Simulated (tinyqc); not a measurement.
Inside a calculation. Model: electron mobility of a polar semiconductor by Rode's iterative solution of the Boltzmann equation. Computed by tinyqc, a small Python program that keeps every step. Command: `OMP_NUM_THREADS=1 python tinyqc.py 3029510 3029511 out.jsonl rode walk`. One thread of a shared host (Intel(R) Xeon(R) Processor @ 2.30GHz), about 0.01 s of CPU time with the checks. Intermediate numbers are printed to about 6 digits and carried at full precision; extremes and crossings named in words are read from the listed rows.

The distribution is f(E) + e F l(E) (-df/dE) cos(theta) for a weak field F, theta counted from the force; l(E) is a mean free path. Elastic processes enter by their momentum rate, polar optical phonons by out- and in-scattering terms. One valley only: where upper valleys lie close, measured mobilities are lower. The density n is prescribed, even where a narrow-gap material would have more intrinsic carriers.

Inputs (values chosen for the exercise, for a model polar semiconductor):

| quantity | value | unit |
|---|---|---|
| effective mass m | 0.032 | m_0 |
| static permittivity eps_s | 13.4 | - |
| high-frequency permittivity eps_inf | 9.89 | - |
| density rho | 4890 | kg/m^3 |
| sound velocity v_l | 6220 | m/s |
| acoustic deformation potential D_A | 12 | eV |
| optical phonon energy hbar w | 75.5 | meV |
| electron density n | 4.6e+16 | 1/cm^3 |
| compensation ratio C | 0.29 | - |
| temperature T | 250 | K |
| grid points per phonon energy s | 10 | - |
| iteration cap | 200 | - |

Band: parabolic. Elastic processes: acoustic, impurity.

Constants: k_B = 8.617333262e-05 eV/K; m_0 = 9.1093837015e-31 kg; e = 1.602176634e-19 C; hbar = 1.054571817e-34 J s; eps_0 = 8.8541878128e-12 F/m; k_B = 1.380649e-23 J/K; hbar = 6.582119569e-16 eV s.

## Fermi level and screening

Parabolic band: E = hbar^2 k^2/(2 m), speed v = hbar k/m, states per spin, volume and energy g(E) = m k/(2 pi^2 hbar^2). Masses are multiplied by m_0 and all formulas are in SI units. The reduced Fermi level eta = E_F/(k_B T) solves n = 2 Z int g f dE with f = 1/(1 + exp(x - eta)) (Z = 1 unless valleys are given); screening length L_s = sqrt(eps_s eps_0 k_B T/(e^2 dn/deta)), dn/deta = 2 Z int g f (1 - f) dE. Integrals over x = E/(k_B T) use 160 Gauss-Legendre points in u = sqrt(x) from 0 to sqrt(max(eta, 0) + 32). N_I = n (1 + C)/(1 - C).

reduced Fermi level eta = -0.717273

screening length L_s = 19.9458 nm

ionised impurity density N_I = 8.35775e+16 1/cm^3

## Rates on one ladder of the grid

Phonon occupation N_q = 1/(exp(hbar w/(k_B T)) - 1). Acoustic deformation potential (elastic, equipartition, absorption and emission together): 1/tau = 2 pi k_B T D_A^2 g(E)/(hbar rho v_l^2). Singly charged impurities, momentum relaxation: 1/tau = N_I e^4 m (1 + 2 alpha E) Phi/(8 pi (eps_s eps_0)^2 hbar^3 k^3), with alpha = 0 for a parabolic band. Brooks-Herring: Phi = ln(1 + b) - b/(1 + b), b = 4 k^2 L_s^2. Polar optical, unscreened: W = e^2 w (1/eps_inf - 1/eps_s) m (1 + 2 alpha E') ln|(k + k')/(k - k')| / (4 pi eps_0 hbar^2 k), times N_q for absorption (E' = E + hbar w) and N_q + 1 for emission (E' = E - hbar w > 0), with alpha = 0 for a parabolic band; mean cosine of the angle <cos> = (k^2 + k'^2)/(2 k k') - 1/ln|(k + k')/(k - k')|. Energy grid E_j = (j + 1/2) hbar w/s, j = 0, 1, ..., up to (max(eta, 0) + 18) k_B T, so that E_j +/- hbar w are grid points; l = 0 beyond the grid; integrals are sums times the spacing. With f' = f(E'): out-scattering S_o = sum over absorption and emission of W (1 - f')/(1 - f); nu = sum of elastic rates; the in-scattering weights are c+ = W_abs <cos> (1 - f')/(1 - f) for E' = E + hbar w and c- likewise for emission.

Points j = s/2, s/2 + s, ... (the first seven rungs, or as many as the grid holds), rates in 1e12/s:

| E (meV) | v (m/s) | nu | S_o | c+ | c- |
|---|---|---|---|---|---|
| 41.525 | 6.75625e+05 | 1.91251 | 0.4473 | 0.182863 | 0.00000 |
| 117.025 | 1.13420e+06 | 0.67768 | 8.1407 | 0.209999 | 3.17257 |
| 192.525 | 1.45477e+06 | 0.48576 | 10.1720 | 0.216479 | 5.42413 |
| 268.025 | 1.71648e+06 | 0.43017 | 10.2917 | 0.216313 | 6.10282 |
| 343.525 | 1.94326e+06 | 0.41475 | 10.1251 | 0.213903 | 6.35626 |

Points one phonon energy apart are coupled only to each other, so the grid falls into s independent ladders.

## The first two iterations on one ladder of the grid

Iteration: l_new(E) = [v(E) + c+ l(E + hbar w) + c- l(E - hbar w)]/(nu + S_o), from l = 0.

l after iteration 1 (nm): 286.303  128.618  136.499  160.091  184.372

l after iteration 2 (all rungs but the last shown) (nm): 296.270  234.871  205.209  241.504

In-scattering lengthens l on the lowest rung by 3.5 % and on the second by 82.6 % in this step.

## The whole iteration

mu = e sum g v l f (1 - f) / (3 k_B T sum g f) over the grid; stop when mu changes by less than 1e-8 of itself.

Course of the iteration:

| iteration | mu (cm^2/(V s)) | relative change |
|---|---|---|
| 1 | 19292.5 | 1.00000e+00 |
| 2 | 20592.4 | 6.31257e-02 |
| 3 | 21302.6 | 3.33364e-02 |
| 4 | 21361.6 | 2.76291e-03 |
| 5 | 21399.6 | 1.77618e-03 |
| 6 | 21402.7 | 1.46491e-04 |
| 7 | 21405.0 | 1.05089e-04 |
| 8 | 21405.2 | 8.42616e-06 |
| 9 | 21405.3 | 6.55049e-06 |
| 10 | 21405.3 | 5.09742e-07 |
| 11 | 21405.3 | 4.21679e-07 |
| 12 | 21405.3 | 3.19874e-08 |
| 13 | 21405.3 | 2.77751e-08 |
| 14 | 21405.3 | 2.06476e-09 |

mobility mu = 21405.3 cm^2/(V s)

iterations = 14

Converged in 14 iterations; mu rises at every step, from 19290 to 21410, since each step returns more of the forward-scattered current.

## Approximations against the iterative solution

Self-energy RTA: l = v/(nu + S_o), the first iteration. Momentum RTA: l = v/(nu + S_o - c+ v(E + hbar w)/v - c- v(E - hbar w)/v), listed only where the denominator is positive on the whole grid. The polar-only value solves the same system with nu = 0; the elastic value takes l = v/nu.

Mobilities:

| method | mu (cm^2/(V s)) | deviation (%) |
|---|---|---|
| iterative solution | 21405 | 0.000 |
| self-energy RTA | 19292 | -9.871 |
| momentum RTA | 22662 | 5.870 |
| polar phonons alone, exact | 119462 | 458.097 |
| elastic processes alone | 39710 | 85.517 |
| Matthiessen's rule on the last two | 29804 | 39.234 |

self-energy RTA mobility = 19292.5 cm^2/(V s)

polar-phonon mobility = 119462 cm^2/(V s)

elastic mobility = 39710.5 cm^2/(V s)

error of the self-energy RTA = -9.87053 %

The self-energy RTA is 9.9 % low: it counts every polar event as a full loss of current, a small error here because elastic scattering dominates. Here hbar w/k_B T = 3.50. Matthiessen's rule is 39.2 % high. The momentum RTA deviates by +5.9 %.

Checks made by the program: iterated mobility against a direct solution of the banded linear system (relative difference 2e-09).
